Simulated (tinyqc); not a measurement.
Reset of a mushroom phase-change cell, hemispherical electro-thermal model: two steps of the calculation.

Current spreads from a hemispherical contact of radius r0 into a large dome with constant rho and ka: j = I/(2 pi r^2). With s = r0/r the steady rise is T - T0 = c (b s - s^2), c = I^2 rho/(8 pi^2 ka r0^2). The heat lost through the heater, (T(r0) - T0)/Rh, fixes b = (2 + g)/(1 + g), g = 1/(2 pi ka r0 Rh).

Values chosen for this exercise; values of the order of Ge-Sb-Te and related chalcogenides: ambient temperature T0 = 300 K; melting point Tm = 880 K; radius of the heater contact r0 = 19 nm; resistivity of the hot chalcogenide rho = 3.7 mohm cm; its thermal conductivity ka = 1.06 W/(m K); thermal resistance of the path through the heater Rh = 40 K/uW; reset current I = 990 uA.

Question 1. Constants and melting current. The peak lies at s = b/2 with the rise c b^2/4; melting starts at the current where that equals Tm - T0, and the molten shell spans the roots of s^2 - b s + (Tm - T0)/c = 0 (s at most 1). Electrical resistance rho/(2 pi r0).

Find: g; b; resistance; radius of the peak; melting current; power at that current.

Answer 1.

g = 0.1976
b = 1.835
resistance = 0.3099 kohm
radius of the peak = 20.71 nm
melting current = 750.1 uA
power at that current = 174.4 uW

Question 2. Temperature profile and molten shell. 

r, point 0 to 7 (nm): 19  21.8  25.7  30.4  38  49.4  66.5  95
b = 1.8350307

Find: c; T; peak T; inner radius of the melt; outer radius of the melt.

Answer 2.

c = 1200.2 K
T, point 0 to 7 (K): 1302.2  1307.9  1272.3  1207.7  1101.2  969.56  831.30  692.49
peak T = 1310.4 K
inner radius of the melt = 19.000 nm
outer radius of the melt = 59.620 nm

The melt reaches the contact.

Range of the model: Constant properties, no latent heat, thermoelectric terms, boundary resistance or heating in the heater itself.

tinyqc, about 0.01 s, one thread, Intel Xeon 2.30GHz (shared host): `OMP_NUM_THREADS=1 python tinyqc.py 2490108 2490109 out.jsonl`
